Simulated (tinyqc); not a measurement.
G0W0 on RHF in the sto-3g basis, for BeH2, spin multiplicity 1, step by step (part 2 of 2). Computed by tinyqc, a small Python program that keeps every step (integrals from PySCF). Command: `OMP_NUM_THREADS=1 python tinyqc.py 31261 31262 out.jsonl` (the two numbers bound the seeds that draw the settings). One thread of a shared host (Intel(R) Xeon(R) Processor @ 2.60GHz), about 0.07 s of CPU time with the checks.

Geometry (angstrom):
```
atom         x          y         z
Be    0.000000   0.000000  0.000000
H     0.000000   1.379000  0.000000
H     0.000000  -1.355000  0.000000
```

## Screening: direct RPA

orbital energies (hartree): MO1 -4.521329, MO2 -0.451433, MO3 -0.413904, MO4 0.212579, MO5 0.212579, MO6 0.444459, MO7 0.900677

Given earlier and not repeated: Two-electron integrals over orbitals (pq|rs).

With D = e_a - e_i and K = (ia|jb): diagonalise D^(1/2) (D + 4K) D^(1/2) = Z w^2 Z^T; X + Y = D^(1/2) Z w^(-1/2), each column of Z with its largest component positive (the first on a tie); E_c = (sum w - tr (D + 2K)) / 2.

D^(1/2) (D + 4K) D^(1/2) (hartree^2):
```
           1>4        1>5        1>6        1>7       2>4       2>5        2>6        2>7
1>4  22.708412   0.000000   0.000000   0.000000  0.107688  0.000000   0.000000   0.000000
1>5   0.000000  22.708412   0.000000   0.000000  0.000000  0.107688   0.000000   0.000000
1>6   0.000000   0.000000  25.144088   0.000311  0.000000  0.000000  -0.035926   0.003984
1>7   0.000000   0.000000   0.000311  29.850889  0.000000  0.000000   0.003234   0.081475
2>4   0.107688   0.000000   0.000000   0.000000  0.570796  0.000000   0.000000   0.000000
2>5   0.000000   0.107688   0.000000   0.000000  0.000000  0.570796   0.000000   0.000000
2>6   0.000000   0.000000  -0.035926   0.003234  0.000000  0.000000   1.082943  -0.039452
2>7   0.000000   0.000000   0.003984   0.081475  0.000000  0.000000  -0.039452   2.136686
3>4   0.006548   0.000000   0.000000   0.000000  0.005413  0.000000   0.000000   0.000000
3>5   0.000000   0.006548   0.000000   0.000000  0.000000  0.005413   0.000000   0.000000
3>6   0.000000   0.000000  -0.003241  -0.013785  0.000000  0.000000   0.007553   0.261726
3>7   0.000000   0.000000  -0.034553   0.007952  0.000000  0.000000   0.318198  -0.019586

          3>4       3>5        3>6        3>7
1>4  0.006548  0.000000   0.000000   0.000000
1>5  0.000000  0.006548   0.000000   0.000000
1>6  0.000000  0.000000  -0.003241  -0.034553
1>7  0.000000  0.000000  -0.013785   0.007952
2>4  0.005413  0.000000   0.000000   0.000000
2>5  0.000000  0.005413   0.000000   0.000000
2>6  0.000000  0.000000   0.007553   0.318198
2>7  0.000000  0.000000   0.261726  -0.019586
3>4  0.428620  0.000000   0.000000   0.000000
3>5  0.000000  0.428620   0.000000   0.000000
3>6  0.000000  0.000000   1.025588   0.037704
3>7  0.000000  0.000000   0.037704   2.163598
```

excitation energies w (hartree): [0.654534, 0.654534, 0.755299, 0.755299, 0.982237, 0.997997, 1.479660, 1.502757, 4.765390, 4.765390, 5.014399, 5.463619]

X + Y:
```
             1          2          3          4          5          6          7          8
1>4   0.000001  -0.000297  -0.012197  -0.000010   0.000000   0.000000   0.000000   0.000000
1>5  -0.000297  -0.000001   0.000010  -0.012197   0.000000   0.000000   0.000000   0.000000
1>6   0.000000   0.000000   0.000000   0.000000  -0.000120   0.002364   0.000760   0.003336
1>7   0.000000   0.000000   0.000000   0.000000   0.002576   0.000134  -0.005191   0.001133
2>4   0.000075  -0.038179   0.936938   0.000732   0.000000   0.000000   0.000000   0.000000
2>5  -0.038179  -0.000075  -0.000732   0.936938   0.000000   0.000000   0.000000   0.000000
2>6   0.000000   0.000000   0.000000   0.000000  -0.146912   0.902205   0.043453   0.199069
2>7   0.000000   0.000000   0.000000   0.000000  -0.258421  -0.007680   0.884867  -0.291719
3>4  -0.001920   0.977632   0.034521   0.000027   0.000000   0.000000   0.000000   0.000000
3>5   0.977632   0.001920  -0.000027   0.034521   0.000000   0.000000   0.000000   0.000000
3>6   0.000000   0.000000   0.000000   0.000000   0.900427   0.141401   0.166349  -0.027007
3>7   0.000000   0.000000   0.000000   0.000000   0.008016  -0.303577   0.286391   0.856021

            9        10         11         12
1>4  0.000000  0.996680   0.000000   0.000000
1>5  0.996680  0.000000   0.000000   0.000000
1>6  0.000000  0.000000   0.995139   0.000063
1>7  0.000000  0.000000  -0.000069   0.996180
2>4  0.000000  0.001816   0.000000   0.000000
2>5  0.001816  0.000000   0.000000   0.000000
2>6  0.000000  0.000000  -0.000640   0.000045
2>7  0.000000  0.000000   0.000091   0.001460
3>4  0.000000  0.000107   0.000000   0.000000
3>5  0.000107  0.000000   0.000000   0.000000
3>6  0.000000  0.000000  -0.000056  -0.000179
3>7  0.000000  0.000000  -0.000781   0.000140
```

RPA correlation energy = -0.03887877 hartree

Within a degenerate level the vectors are fixed only up to a rotation; this is one choice.

## G0W0 on Hartree-Fock: HOMO

W(p,q,m) = sqrt2 sum_ia (pq|ia) (X+Y)_ia,m; Sigma_c(x) = sum_(i,m) W^2/(x - e_i + w_m) + sum_(a,m) W^2/(x - e_a - w_m); solve x = e_p + Sigma_c(x) by Newton steps; Z = 1/(1 - dSigma/dx); 1 hartree = 27.211386 eV.

The 12 largest terms at x = e_p (hartree; W for the signs of X + Y given):
```
q  m          W       term
2  5  -0.104025   0.010612
7  8   0.122055  -0.005288
6  7   0.099530  -0.004237
6  5   0.084562  -0.003885
2  7  -0.075524   0.003759
3  6  -0.052254   0.002736
7  6   0.059775  -0.001545
3  8  -0.035321   0.000830
7  7   0.035529  -0.000452
2  8   0.023482   0.000358
5  1   0.019826  -0.000307
4  2   0.019826  -0.000307
```

Newton steps (hartree):
```
step          x  Sigma_c(x)         Z
0     -0.413904    0.002573  0.976569
1     -0.411391    0.002513  0.976626
2     -0.411391    0.002513  0.976626
```

quasiparticle energy of the HOMO = -11.194521 eV

Hartree-Fock value = -11.262890 eV

## G0W0 on Hartree-Fock: LUMO

As before.

The 12 largest terms at x = e_p (hartree; W for the signs of X + Y given):
```
q   m          W       term
4   8   0.090837  -0.005491
6   3   0.062398  -0.003944
2   3   0.064636   0.002944
4   6   0.044666  -0.001999
4   7   0.024133  -0.000394
3   2   0.019826   0.000307
7   2   0.018913  -0.000266
6  10   0.023180  -0.000108
2  10   0.021529   0.000085
1   3   0.019895   0.000072
1  10   0.022261   0.000052
4  11  -0.007065  -0.000010
```

Newton steps (hartree):
```
step         x  Sigma_c(x)         Z
0     0.212579   -0.008754  0.987649
1     0.203933   -0.008646  0.987768
2     0.203933   -0.008646  0.987768
```

quasiparticle energy of the LUMO = 5.549297 eV

Hartree-Fock value = 5.784567 eV
